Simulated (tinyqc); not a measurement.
Equilibrium crystal shape, supported particles, Gibbs-Thomson effect and coarsening: one step, computed by the program tinyqc. Command: `OMP_NUM_THREADS=1 python tinyqc.py 3000593 3000594 out.jsonl wulff walk`. One thread of a shared host (Intel(R) Xeon(R) Processor @ 2.30GHz), about 0.04 s of CPU time with the checks.

A cubic crystal bounded by {100}, {110} and {111} facets only.

Task: The particle on a substrate. Winterbottom: the particle sits on its largest facet family, {111}, with energy gamma_f; the substrate plane cuts the shape at the distance lambda (gamma_f - W_a) below the centre. Height over that of the free particle at the same lambda = (2 gamma_f - W_a)/(2 gamma_f). An isotropic particle with gamma_mean has cos(theta) = W_a/gamma_mean - 1 (Young-Dupre); a film dewets into particles whenever W_a < 2 gamma.

Inputs (values chosen for the exercise, for a model metal): atoms in the particle N = 550; work of adhesion W_a = 0.62 J/m^2.

gamma (J/m^2): (100) 1.814498, (110) 2.037998, (111) 1.849252

gamma_mean = 1.864965 J/m^2

Give: relative height; contact angle theta.

Result:

relative height = 0.83236

contact angle theta = 131.88 degrees

W_a is below gamma_f: more than half of the shape shows. Caution: below a few thousand atoms edges and corners add to the energy and facets hold few atoms.
